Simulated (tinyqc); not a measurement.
Worked calculation: six-band Luttinger-Kohn model with strain. Values are carried at full precision from step to step, so a last printed digit may differ when a step is redone from the rounded ones.

Constants: hbar^2/2m0 = 3.80998211 eV angstrom^2.

Values chosen for the exercise (near those of InSb; not measured data): C11 = 68.5 GPa; C12 = 37.3 GPa; C44 = 31 GPa; load = uniaxial [100] (kind of stress); X = -0.39 GPa (stress); Dso = 0.811 eV (spin-orbit splitting); g1 = 34.82 (Luttinger gamma1); g2 = 15.52 (gamma2); g3 = 16.52 (gamma3); av = 0.36 eV (valence hydrostatic potential); b = -2.01 eV (tetragonal shear potential); d = -4.7 eV (trigonal shear potential); k = (0.014, 0.003, 0) 1/angstrom (wave vector); kmax = 0.015 1/angstrom (end of the path).

## Strain from a uniaxial [100] stress

s11 = (C11 + C12)/((C11 - C12)(C11 + 2 C12)), s12 = -C12/((C11 - C12)(C11 + 2 C12)), s44 = 1/C44; exx = s11 sxx + s12 (syy + szz) and cyclic, exy = s44 sxy/2; tension is positive. A uniaxial stress X along the unit vector n is s_ij = X n_i n_j.

s11, s12, s44 (1/TPa): 23.6969  -8.3544  32.2581

strain tensor:
```
           x         y         z
x  -0.009242  0.000000  0.000000
y   0.000000  0.003258  0.000000
z   0.000000  0.000000  0.003258
```

The volume changes by -0.273 %; there is no shear in the cubic axes, so d does not enter.

## The terms P, Q, R, S at one k

P = c g1 k^2 - av tr(e); Q = c g2 (kx^2 + ky^2 - 2 kz^2) - (b/2)(exx + eyy - 2 ezz); R = c sqrt3 [-g2 (kx^2 - ky^2) + 2i g3 kx ky] + (sqrt3/2) b (exx - eyy) - i d exy; S = 2 c sqrt3 g3 (kx - i ky) kz - d (exz - i eyz); c = hbar^2/2m0, e the strain tensor (not engineering shear).

Form the four terms.

Terms (eV):
```
term             from k  from strain
P               0.02720      0.00098
Q               0.01212     -0.01256
R     -0.01915+0.00916i      0.02176
S               0.00000      0.00000
```

## The Hamiltonian

Six-band Luttinger-Kohn model in the basis |3/2,3/2>, |3/2,1/2>, |3/2,-1/2>, |3/2,-3/2>, |1/2,1/2>, |1/2,-1/2>, electron energies, zero at the top of the unstrained valence band. H = -[rows: (P+Q, -S, R, 0, -S/r2, r2 R); (-S*, P-Q, 0, R, -r2 Q, r32 S); (R*, 0, P-Q, S, r32 S*, r2 Q); (0, R*, S*, P+Q, -r2 R*, -S*/r2); (-S*/r2, -r2 Q, r32 S, -r2 R, P+Dso, 0); (r2 R*, r32 S*, r2 Q, -S/r2, 0, P+Dso)], r2 = sqrt(2), r32 = sqrt(3/2). Levels are twofold.

Each term is the sum of its two parts.

H(k) (eV), lower triangle (Hermitian):
```
                  3/2,3/2          3/2,1/2  3/2,-1/2        3/2,-3/2  1/2,1/2  1/2,-1/2
3/2,3/2           -0.0277
3/2,1/2                 0          -0.0286
3/2,-1/2  -0.0026+0.0092i                0   -0.0286
3/2,-3/2                0  -0.0026+0.0092i         0         -0.0277
1/2,1/2                 0          -0.0006         0  0.0037+0.0130i  -0.8392
1/2,-1/2  -0.0037+0.0130i                0    0.0006               0        0   -0.8392
```

## Levels and their make-up

Diagonalise H. The weights add +m and -m and are averaged over each pair; m is taken along z.

levels from the top, each twofold (eV): -0.0185  -0.0376  -0.8394

weights:
```
               top  second  third
|3/2,+-3/2>  0.529   0.471  0.000
|3/2,+-1/2>  0.471   0.529  0.000
|1/2,+-1/2>  0.000   0.000  1.000
```

The top pair is 53 % |3/2,+-3/2>, the second pair is 53 % |3/2,+-1/2> and the third pair is 100 % |1/2,+-1/2>.

## Band edges at k = 0
Diagonalise H at k = 0. The weights add +m and -m (m along z) and are averaged over each pair.

edges from the top (eV): 0.0257  -0.0261  -0.8135

weights at k = 0:
```
               top  second  third
|3/2,+-3/2>  0.749   0.250  0.001
|3/2,+-1/2>  0.250   0.750  0.000
|1/2,+-1/2>  0.002   0.000  0.998
```

The stress splits the top two pairs by 51.8 meV, 2.00 times kT at 300 K (25.85 meV); the third lies 839.1 meV below the top, against Dso = 811 meV without stress.

## Polarisation of the edge transitions

In the basis X, Y, Z times spin, H(k = 0) has -Dso/3 + l exx + m (eyy + ezz) on the diagonal (cyclic) and n exy off it, l = av + 2 b, m = av - b, n = sqrt(3) d. Spin-orbit term (Dso/3) L.sigma on X, Y, Z with (L_k)_ij = -i epsilon_kij: <X+|H|Y+> = -i Dso/3, <X+|H|Z-> = Dso/3, <Y+|H|Z-> = -i Dso/3, <Z+|H|X-> = -Dso/3, <Z+|H|Y-> = i Dso/3, <X-|H|Y-> = i Dso/3, and their conjugates; + and - are the spin along z. The strength of a transition to an s-like conduction level for light polarised along the unit vector u is the weight of the orbital ux X + uy Y + uz Z in the valence state, summed over spin and averaged over the pair.

strain block of X, Y, Z (eV), lower triangle:
```
         X         Y         Z
X  0.04927
Y        0  -0.02611
Z        0         0  -0.02611
```

Relative strengths:
```
polarisation    top  second  third
[100]         0.706   0.000  0.294
[010]         0.147   0.500  0.353
[001]         0.147   0.500  0.353
[110]         0.426   0.250  0.324
[1-10]        0.426   0.250  0.324
[111]         0.333   0.333  0.333
```

The top pair is strongest for light along [100] (0.706) and weakest along [010] and [001] (0.147); without strain every direction has 1/3 on average over the fourfold top. For each polarisation the three pairs add up to 1.

## Hole masses at the edges

Curvature at k = 0: m/m0 = -2 c h^2/(E(h u) + E(-h u) - 2 E(0)) with h = 0.0002 1/angstrom along the unit vector u.

Hole masses (m0):
```
direction    top  second  third
[110]      0.023   0.037  0.029
[1-10]     0.023   0.037  0.029
[100]      0.014   0.265  0.032
[001]      0.057   0.020  0.027
```

Of the directions listed, the top pair is lightest along [100] (0.014) and heaviest along [001] (0.057). These masses hold only for hole energies well below the splitting of 52 meV.

## Bands along [110] and [001]

Six points from 0 to kmax in each direction.

Levels (eV):
```
direction  |k| (1/angstrom)     top   second    third  top, no stress  second, no stress
[110]                 0.000  0.0257  -0.0261  -0.8135          0.0000             0.0000
[110]                 0.003  0.0242  -0.0271  -0.8147         -0.0001            -0.0023
[110]                 0.006  0.0201  -0.0302  -0.8182         -0.0003            -0.0092
[110]                 0.009  0.0143  -0.0363  -0.8242         -0.0007            -0.0205
[110]                 0.012  0.0083  -0.0467  -0.8329         -0.0012            -0.0362
[110]                 0.015  0.0032  -0.0622  -0.8445         -0.0019            -0.0558
[001]                 0.000  0.0257  -0.0261  -0.8135          0.0000             0.0000
[001]                 0.003  0.0251  -0.0278  -0.8147         -0.0001            -0.0023
[001]                 0.006  0.0235  -0.0332  -0.8186         -0.0005            -0.0090
[001]                 0.009  0.0213  -0.0424  -0.8250         -0.0012            -0.0201
[001]                 0.012  0.0188  -0.0557  -0.8344         -0.0021            -0.0354
[001]                 0.015  0.0163  -0.0730  -0.8468         -0.0032            -0.0547
```

## Checks

- Levels against the same model in the basis X, Y, Z times spin: they agree to 1e-10 or better.

(tinyqc, `OMP_NUM_THREADS=1 python tinyqc.py 1080067 1080068 out.jsonl`, Intel(R) Xeon(R) Processor @ 2.30GHz, 1 thread, shared host, about 0.08 s.)
